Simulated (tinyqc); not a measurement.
## Coupling and phonon occupation from the scattering functions

Problem. A level coupled to a phonon of energy w0 has, in the self-consistent Born approximation, Sin(E) = M^2 [(Nq + 1) Gn(E + w0) + Nq Gn(E - w0)], Sout(E) = M^2 [(Nq + 1) Gp(E - w0) + Nq Gp(E + w0)]. Find M, Nq and, from Nq = 1/(exp(w0/kB T) - 1), the phonon temperature.

Parameters, values chosen for the exercise:
```
symbol,value,unit,meaning
w0,36,meV,phonon energy
```

Constants: q = 1.602176634e-19 C, kB = 1.380649e-23 J/K. Results are converted to the units shown.

Gn at E - w0 and E + w0 (1/meV): 0.040771889  0.0037991001
Gp at E - w0 and E + w0 (1/meV): 0.029019474  0.0068909111
Sin and Sout at E (meV): 3.1320724  6.9104780

Solution. Both equations are linear in M^2 and M^2 Nq.

M = 13.00 meV
Nq = 0.3306
T = 300.0 K

Computed by the program tinyqc: `OMP_NUM_THREADS=1 python tinyqc.py 2720110 2720111 out.jsonl`, one thread of a shared Intel Xeon 2.30GHz, about 0.2 s for the whole run.
